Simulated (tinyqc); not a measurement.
# Schottky diode by thermionic emission with image-force lowering and series resistance: two studies

Metal on an n-type semiconductor with one parabolic valley; V > 0 is forward bias (metal positive). I = I0 [exp(Vj/(n Vt)) - 1] with Vj = V - I Rs; I0 = S A* T^2 exp(-(phi - dphi)/Vt), the lowering dphi taken at zero bias.

Parameters, values chosen for the exercise; band and dielectric values those of a made-up semiconductor: temperature T = 300 K; electron mass me = 0.0475 m0; relative permittivity eps_r = 16.1; barrier height seen from the metal phi = 0.43 eV; donor density Nd = 1.3e15 cm^-3; area S = 6e-5 cm^2; ideality factor n = 1.11; series resistance Rs = 9.2 ohm.

Constants: q = 1.602176634e-19 C, kB = 1.380649e-23 J/K, h = 6.62607015e-34 J s, m0 = 9.1093837015e-31 kg, Vt = kB T/q, eps0 = 8.8541878128e-14 F/cm where lengths are in cm. Results are converted to the units shown.

Each table varies one quantity; the others keep the values above.

## Effect of the doping on the lowering

A* = 4 pi q me m0 kB^2/h^3 (times 1e-4 for A/(cm^2 K^2)); Nc = 2 (2 pi me m0 kB T/h^2)^1.5 (times 1e-6 for cm^-3); xi = Vt ln(Nc/Nd), Vbi = phi - xi; surface field Em = sqrt(2 q Nd (Vbi - V - Vt)/(eps0 eps_r)); dphi = sqrt(q Em/(4 pi eps0 eps_r)). Here V = 0 in Em.

Effect of the doping on the lowering:
```
Nd (cm^-3)  Vbi (V)  Em (kV/cm)  dphi (meV)     I0 (A)
1.3e14      0.23352      2.4634      4.6939  2.2083e-6
3e14        0.25514      3.9322      5.9304  2.3165e-6
6.7e14      0.27591      6.1368      7.4086  2.4529e-6
1.5e15      0.29675      9.5572      9.2455  2.6335e-6
3.4e15      0.31790      14.940      11.560  2.8801e-6
7.8e15      0.33937      23.446      14.481  3.2246e-6
1.8e16      0.36099      36.824      18.148  3.7161e-6
4e16        0.38163      56.559      22.491  4.3959e-6
```

What does the table show?

dphi rises from 4.69 to 22.5 meV, as Nd^(0.27) (1/4 at fixed Vbi), and I0 grows by a factor of 1.99. Emission limits the current only if the drift velocity at the surface is well above A* T^2/(q Nc) = 1.23e7 cm/s; with a mobility of 11500 cm^2/(V s) it is less than three times that in 1 of the rows, where I0 is overstated.

## Current against voltage

Same model as above.

The apparent ideality is (dV/d ln I)/Vt.

Results:
```
V (V)      I (A)    Vj (V)  apparent ideality
0.05   1.2179e-5  0.049888            0.91922
0.16   5.6873e-4   0.15477             1.3073
0.22   0.0024925   0.19707             1.9959
0.28   0.0061826   0.22312             3.3098
0.33    0.010090   0.23717             4.7005
0.39    0.015311   0.24914             6.5587
0.45    0.020868   0.25802             8.5360
0.5     0.025658   0.26395             10.241
0.56    0.031536   0.26987             12.333
```

Estimate the missing row, V = 0.11 V.

Computed row:
```
V (V)      I (A)   Vj (V)  apparent ideality
0.11   1.1317e-4  0.10896             1.1254
```

With this row back in the table: I rises from 1.22e-5 to 0.0315 A, and the apparent ideality rises from 0.919 to 12.3, against n = 1.11. It starts below n because the -1 in the diode law still counts there. From V = 0.28 V on, I Rs exceeds n Vt and the resistance bends the curve. In 6 of the 10 rows Vj is within 3 Vt of Vbi or past it, where the depletion layer is gone and the emission formula overstates the current.

Numbers from tinyqc (`OMP_NUM_THREADS=1 python tinyqc.py 2640077 2640078 out.jsonl`; about 0.01 s on one thread of a shared Intel Xeon 2.30GHz).
